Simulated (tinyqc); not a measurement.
From results back to parameters: averaged masses of warped heavy- and light-hole bands. Two cases, with inputs chosen for the exercise.

Problem. For B along [111] the central orbits have s = 1/4 all round, so the cyclotron masses are 1/(g1 -/+ sqrt(g2^2 + 3 g3^2)). They are given with the heavy-hole mass along [100], 1/(g1 - 2 g2); g2 and g3 are positive.

Find: g1; sqrt(g2^2 + 3 g3^2); g2; g3.

Method. The mean of the two inverse cyclotron masses is g1 and half their difference is the root; g2 = (g1 - 1/m[100])/2, and g3 follows.

Case 1.

heavy and light cyclotron mass for B along [111]; heavy mass along [100] (m0): 0.9171345  0.1107463  0.5319149

Solution.

g1 = 5.06
sqrt(g2^2 + 3 g3^2) = 3.970
g2 = 1.59
g3 = 2.10

Case 2.

heavy and light cyclotron mass for B along [111]; heavy mass along [100] (m0): 0.5014538  0.0403783  0.2500000

Solution.

g1 = 13.38
sqrt(g2^2 + 3 g3^2) = 11.386
g2 = 4.69
g3 = 5.99

Computed by tinyqc, one run a case: `OMP_NUM_THREADS=1 python tinyqc.py N N+1 out.jsonl` with N = 1081351, 1081359; one thread of a shared Intel(R) Xeon(R) Processor @ 2.30GHz, about 0.03 s a run at most.
